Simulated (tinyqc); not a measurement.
What each input does: carrier statistics of a doped semiconductor with parabolic bands.

Eg(T) = Eg0 - al T^2/(T + be); m_de = Mv^(2/3) (ml mt^2)^(1/3); m_dh = (mhh^(3/2) + mlh^(3/2))^(2/3); Nc and Nv from N = 2 (m kB T/(4 pi c))^(3/2) with c = hbar^2/2m0, in 1/angstrom^3; times 1e24 for 1/cm^3.

Energies are counted from Ev, so Ec = Eg. n = Nc F_1/2((EF - Eg)/kT), p = Nv F_1/2(-EF/kT), ND+ = ND/(1 + 2 exp((EF - Eg + ED)/kT)), NA- = NA/(1 + 4 exp((EA - EF)/kT)); neutrality asks p + ND+ = n + NA-. F_j(eta) = (1/Gamma(j + 1)) integral_0^infinity x^j dx/(1 + exp(x - eta)), which tends to exp(eta) for eta << 0.

Constants: hbar^2/2m0 = 3.80998211 eV angstrom^2; kB = 8.617333262e-05 eV/K.

Values chosen for the exercise (near those of GaP; not measured data): Eg0 = 2.356 eV (gap at 0 K); al = 0.000572 eV/K (Varshni alpha); be = 366 K (Varshni beta); ml = 2.04 m0 (longitudinal electron mass); mt = 0.254 m0 (transverse electron mass); Mv = 3 (equivalent valleys); mhh = 0.8 m0 (heavy-hole mass); mlh = 0.139 m0 (light-hole mass); ND = 8.9e+15 1/cm^3 (donors); NA = 1.9e+16 1/cm^3 (acceptors); ED = 0.0925 eV (donor level below Ec); EA = 0.0539 eV (acceptor level above Ev); T = 300 K.

Neutrality solved anew for each case.

Results for these values:

| case | EF (eV) | n (1/cm^3) | p (1/cm^3) |
|---|---|---|---|
| base | 0.1961 | 2.81e-16 | 9.79e+15 |

What happens to each result for mt = 0.3048 m0, all else kept?

Answer: EF does not change at the printed digits; n rises from 2.81e-16 to 3.38e-16; p does not change at the printed digits.

The same for each parameter in turn:

| case | EF (eV) | n (1/cm^3) | p (1/cm^3) |
|---|---|---|---|
| base | 0.1961 | 2.81e-16 | 9.79e+15 |
| T = 280 K | 0.1807 | 3.07e-19 | 9.71e+15 |
| ND = 1.78e+16 1/cm^3 | 0.2511 | 2.37e-15 | 1.16e+15 |
| NA = 9.5e+15 1/cm^3 | 0.2687 | 4.67e-15 | 5.91e+14 |
| Eg0 = 2.406 eV | 0.1961 | 4.07e-17 | 9.79e+15 |
| mt = 0.3048 m0 | 0.1961 | 3.38e-16 | 9.79e+15 |
| mhh = 0.96 m0 | 0.2025 | 3.62e-16 | 9.86e+15 |
| EA = 0.0809 eV | 0.1974 | 2.96e-16 | 9.30e+15 |

Run: tinyqc, `OMP_NUM_THREADS=1 python tinyqc.py 1650807 1650808 out.jsonl`; Intel(R) Xeon(R) Processor @ 2.30GHz, one thread, shared host; about 0.01 s of CPU time with all checks.
